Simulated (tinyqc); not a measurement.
Worked calculation: Pariser-Parr-Pople SCF with singles CI, for the molecule NC1=Cc2cccnc21 (SMILES; centres numbered as the heavy atoms are written). Computed by tinyqc, a small Python program that keeps every step. Settings: charge = 0, gamma = Ohno, start = core, damping = 0.3, iteration cap = 81, excitations kept = 6. Command: `OMP_NUM_THREADS=1 python tinyqc.py 31864 31865 out.jsonl` (the two numbers bound the seeds that draw the settings). One thread of a shared host (Intel(R) Xeon(R) Processor @ 2.60GHz), about 0.01 s of CPU time with the checks. Later iterations appear only in the table of the cycle.

## PPP integrals

Centres (angstrom, eV; a flat drawing with bonds scaled to 1.40 angstrom):
```
centre          x          y  core charge z          W   gamma_rr
1N      -2.931000   0.734000              2  25.600000  16.800000
2C      -1.709000   0.050000              1  11.160000  11.130000
3C      -1.329000  -1.298000              1  11.160000  11.130000
4C       0.018000  -0.917000              1  11.160000  11.130000
5C       1.375000  -1.262000              1  11.160000  11.130000
6C       2.352000  -0.259000              1  11.160000  11.130000
7C       1.972000   1.089000              1  11.160000  11.130000
8N       0.615000   1.433000              1  14.100000  12.300000
9C      -0.362000   0.430000              1  11.160000  11.130000
```

Resonance integrals (eV):
```
i  j       beta
1  2  -2.160000
2  3  -2.300000
3  4  -2.300000
4  5  -2.300000
5  6  -2.300000
6  7  -2.300000
7  8  -2.420000
8  9  -2.420000
9  2  -2.300000
9  4  -2.300000
```

Ohno: gamma = 14.399645/sqrt(R^2 + a^2), a = 2 x 14.399645/(gamma_rr + gamma_ss); H_rr = -W_r - sum_(s != r) z_s gamma_rs; H_rs = beta for bonds.

repulsion gamma_rs (eV):
```
           1N         2C         3C         4C         5C         6C         7C         8N
1N  16.800000   8.280095   5.169623   4.075180   2.964819   2.630786   2.866849   3.842686
2C   8.280095  11.130000   7.552299   6.089608   4.008224   3.369683   3.566288   4.847374
3C   5.169623   7.552299  11.130000   7.554309   4.803419   3.566288   3.369022   4.032970
4C   4.075180   6.089608   7.554309  11.130000   7.553369   5.239056   4.667935   5.297084
5C   2.964819   4.008224   4.803419   7.553369  11.130000   7.553303   5.237985   4.708818
6C   2.630786   3.369683   3.566288   5.239056   7.553303  11.130000   7.552299   5.296682
7C   2.866849   3.566288   3.369022   4.667935   5.237985   7.552299  11.130000   7.729436
8N   3.842686   4.847374   4.032970   5.297084   4.708818   5.296682   7.729436  12.300000
9C   5.170706   7.555100   6.087728   7.555100   5.239225   4.668336   5.238599   7.728598

           9C
1N   5.170706
2C   7.555100
3C   6.087728
4C   7.555100
5C   5.239225
6C   4.668336
7C   5.238599
8N   7.728598
9C  11.130000
```

core matrix H (eV):
```
            1N          2C          3C          4C          5C          6C          7C          8N
1N  -60.600743   -2.160000    0.000000    0.000000    0.000000    0.000000    0.000000    0.000000
2C   -2.160000  -64.708766   -2.300000    0.000000    0.000000    0.000000    0.000000    0.000000
3C    0.000000   -2.300000  -58.465281   -2.300000    0.000000    0.000000    0.000000    0.000000
4C    0.000000    0.000000   -2.300000  -63.266821   -2.300000    0.000000    0.000000    0.000000
5C    0.000000    0.000000    0.000000   -2.300000  -56.193981   -2.300000    0.000000    0.000000
6C    0.000000    0.000000    0.000000    0.000000   -2.300000  -53.667219   -2.300000    0.000000
7C    0.000000    0.000000    0.000000    0.000000    0.000000   -2.300000  -54.255262   -2.420000
8N    0.000000    0.000000    0.000000    0.000000    0.000000    0.000000   -2.420000  -61.426335
9C    0.000000   -2.300000    0.000000   -2.300000    0.000000    0.000000    0.000000   -2.420000

            9C
1N    0.000000
2C   -2.300000
3C    0.000000
4C   -2.300000
5C    0.000000
6C    0.000000
7C    0.000000
8N   -2.420000
9C  -65.574099
```

## Starting guess

pi electrons, sum of z_r less the charge = 10

Orbitals of the core matrix H.

P at the start:
```
           1N         2C         3C         4C         5C         6C         7C         8N
1N   1.910634   0.144678  -0.345645   0.087101   0.124556   0.056745   0.024121   0.004305
2C   0.144678   1.755455   0.588521  -0.190199  -0.100946  -0.023834  -0.005616  -0.036868
3C  -0.345645   0.588521   0.576825   0.486844   0.149581   0.062454   0.074885   0.072353
4C   0.087101  -0.190199   0.486844   1.648416   0.502530   0.118013   0.007126  -0.090574
5C   0.124556  -0.100946   0.149581   0.502530   0.178371   0.062532   0.054548   0.077478
6C   0.056745  -0.023834   0.062454   0.118013   0.062532   0.046210   0.090946   0.211772
7C   0.024121  -0.005616   0.074885   0.007126   0.054548   0.090946   0.237734   0.619116
8N   0.004305  -0.036868   0.072353  -0.090574   0.077478   0.211772   0.619116   1.736420
9C  -0.058497   0.116937  -0.284537   0.155111  -0.106877  -0.107886  -0.134640   0.093349

           9C
1N  -0.058497
2C   0.116937
3C  -0.284537
4C   0.155111
5C  -0.106877
6C  -0.107886
7C  -0.134640
8N   0.093349
9C   1.909933
```

## Iteration 1: Fock matrix

F_rr = H_rr + P_rr gamma_rr / 2 + sum_(s != r) P_ss gamma_rs; F_rs = H_rs - P_rs gamma_rs / 2; E = tr P (H + F) / 2 + core repulsion sum_(r<s) z_r z_s gamma_rs.

F (eV):
```
           1N         2C         3C         4C         5C          6C         7C         8N
1N  -2.436342  -2.758974   0.893428  -0.177476  -0.184643   -0.074641  -0.034576  -0.008272
2C  -2.758974  -0.159549  -4.522342   0.579119   0.202308    0.040157   0.010014   0.089356
3C   0.893428  -4.522342   0.784986  -4.138884  -0.359250   -0.111365  -0.126144  -0.145900
4C  -0.177476   0.579119  -4.138884  -4.932825  -4.197897   -0.309139  -0.016632   0.239889
5C  -0.184643   0.202308  -0.359250  -4.197897  -7.501230   -2.536161  -0.142861  -0.182414
6C  -0.074641   0.040157  -0.111365  -0.309139  -2.536161  -10.518784  -2.643426  -0.560844
7C  -0.034576   0.010014  -0.126144  -0.016632  -0.142861   -2.643426  -6.846053  -4.812708
8N  -0.008272   0.089356  -0.145900   0.239889  -0.182414   -0.560844  -4.812708  -6.154579
9C   0.151235  -2.741737   0.866092  -2.885939   0.279977    0.251825   0.352663  -2.780727

           9C
1N   0.151235
2C  -2.741737
3C   0.866092
4C  -2.885939
5C   0.279977
6C   0.251825
7C   0.352663
8N  -2.780727
9C  -0.022106
```

pi energy = -117.440223 eV

## Iteration 1: orbitals and new P

Diagonalise F (the basis is taken as orthonormal) and form P = 2 sum c c over the lowest orbitals; 0.3 of the old P is kept.

orbital energies (eV): -14.399015  -11.220565  -9.077486  -5.575633  -3.462509  -2.736019  -0.687275  1.226922  8.145098

P after iteration 1:
```
           1N         2C         3C         4C         5C         6C         7C         8N
1N   1.507692   0.573000  -0.144504  -0.273805   0.282443  -0.019688  -0.018715   0.018001
2C   0.573000   1.143835   0.484774   0.035951  -0.214568   0.054412  -0.066485   0.007214
3C  -0.144504   0.484774   0.565352   0.585317  -0.115399   0.105413  -0.059281   0.014074
4C  -0.273805   0.035951   0.585317   1.340872   0.447476   0.013557  -0.084582   0.003240
5C   0.282443  -0.214568  -0.115399   0.447476   1.270297   0.043024   0.034663   0.028367
6C  -0.019688   0.054412   0.105413   0.013557   0.043024   1.353567   0.216740  -0.091914
7C  -0.018715  -0.066485  -0.059281  -0.084582   0.034663   0.216740   0.745553   0.839316
8N   0.018001   0.007214   0.014074   0.003240   0.028367  -0.091914   0.839316   1.273703
9C   0.005846   0.273279   0.171087   0.329471  -0.151357  -0.116062   0.042458   0.213101

           9C
1N   0.005846
2C   0.273279
3C   0.171087
4C   0.329471
5C  -0.151357
6C  -0.116062
7C   0.042458
8N   0.213101
9C   0.799129
```

## Iteration 2: Fock matrix

As before.

F (eV):
```
            1N         2C         3C         4C         5C         6C         7C         8N
1N  -11.587082  -4.532247   0.373517   0.557902  -0.418696   0.025897   0.026826  -0.034586
2C   -4.532247  -8.901201  -4.130579  -0.109465   0.430019  -0.091676   0.118553  -0.017486
3C    0.373517  -4.130579  -5.314501  -4.510834   0.277154  -0.187967   0.099860  -0.028379
4C    0.557902  -0.109465  -4.510834  -5.473360  -3.989977  -0.035513   0.197411  -0.008581
5C   -0.418696   0.430019   0.277154  -3.989977  -2.912724  -2.462487  -0.090783  -0.066788
6C    0.025897  -0.091676  -0.187967  -0.035513  -2.462487  -3.570151  -3.118443   0.243420
7C    0.026826   0.118553   0.099860   0.197411  -0.090783  -3.118443  -2.633242  -5.663719
8N   -0.034586  -0.017486  -0.028379  -0.008581  -0.066788   0.243420  -5.663719  -7.782256
9C   -0.015115  -3.332327  -0.520765  -3.544592   0.396495   0.270909  -0.111209  -3.243486

           9C
1N  -0.015115
2C  -3.332327
3C  -0.520765
4C  -3.544592
5C   0.396495
6C   0.270909
7C  -0.111209
8N  -3.243486
9C  -4.393325
```

pi energy = -129.793120 eV

## Iteration 2: orbitals and new P

As before.

orbital energies (eV): -16.448626  -13.053539  -11.548453  -7.809540  -5.444899  -3.368100  -0.607180  1.911520  3.800975

P after iteration 2:
```
           1N         2C         3C         4C         5C         6C         7C         8N
1N   1.732453   0.388043  -0.302524  -0.088035   0.276656  -0.023834  -0.049682   0.003713
2C   0.388043   1.306546   0.659555  -0.121704  -0.320282   0.093690   0.026517  -0.035967
3C  -0.302524   0.659555   0.741393   0.452590   0.007427   0.202683  -0.018240  -0.138901
4C  -0.088035  -0.121704   0.452590   1.266888   0.608113  -0.031374  -0.164532  -0.007956
5C   0.276656  -0.320282   0.007427   0.608113   0.918572   0.355707   0.098607  -0.067903
6C  -0.023834   0.093690   0.202683  -0.031374   0.355707   1.177658   0.501682  -0.060266
7C  -0.049682   0.026517  -0.018240  -0.164532   0.098607   0.501682   0.759852   0.740893
8N   0.003713  -0.035967  -0.138901  -0.007956  -0.067903  -0.060266   0.740893   1.326762
9C   0.021930   0.212140   0.168925   0.450026  -0.107136  -0.407375  -0.032314   0.466423

           9C
1N   0.021930
2C   0.212140
3C   0.168925
4C   0.450026
5C  -0.107136
6C  -0.407375
7C  -0.032314
8N   0.466423
9C   0.769876
```

## Convergence

Stop when output and input P, before any damping, agree to 1e-7.

Course of the cycle:
```
iteration         E (eV)  largest |P(out) - P(in)|
1          -117.44022279                  1.87e+00
2          -129.79312018                  5.02e-01
3          -138.38970832                  1.83e-01
4          -142.04074877                  1.18e-01
5          -143.43849065                  7.70e-02
6          -143.97045105                  5.31e-02
7          -144.18161070                  3.88e-02
8          -144.27216684                  2.97e-02
9          -144.31525223                  2.33e-02
10         -144.33819456                  1.87e-02
11         -144.35168777                  1.54e-02
...                  ...                       ...
71         -144.37896688                  6.67e-07
72         -144.37896688                  5.64e-07
73         -144.37896688                  4.77e-07
74         -144.37896688                  4.04e-07
75         -144.37896688                  3.41e-07
76         -144.37896688                  2.89e-07
77         -144.37896688                  2.44e-07
78         -144.37896688                  2.07e-07
79         -144.37896688                  1.75e-07
80         -144.37896688                  1.48e-07
81         -144.37896688                  1.25e-07
```

Not converged within 81 iterations: the residual falls steadily but slowly, by a factor of about 0.85 a step. Reruns (cap 100 unless said): damping 0.5: not converged; damping 0: converged in 52 (E = -144.37897); the original settings with a cap of 400: converged in 83 (E = -144.37897).
